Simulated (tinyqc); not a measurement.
Single-photon avalanche diode, trigger probability and counting: one step of the calculation.

A multiplication layer of width W with the uniform field V/W; alpha = an exp(-bn/E) for electrons, beta = ap exp(-bp/E) for holes (local model, no dead space). a = alpha W, b = beta W. Electrons enter at x = 0, holes at x = W. P0 is the probability that an electron entering at 0 starts a lasting avalanche, PW the same for a hole entering at W.

Task. Trigger probability by substitution. PW = P0 exp(b - a)/(1 - P0 + P0 exp(b - a)); P0(new) = 1 - (1 - PW)^(a/b).

P0 after iteration 1 = 0.56116130
a = 1.6517777
b = 2.6898472

Give: PW; P0 after iteration 2.

Result.

PW = 0.78312
P0 after iteration 2 = 0.60881

Program tinyqc, `OMP_NUM_THREADS=1 python tinyqc.py 2630120 2630121 out.jsonl`; Intel Xeon 2.30GHz, shared host, one thread, about 0.01 s.
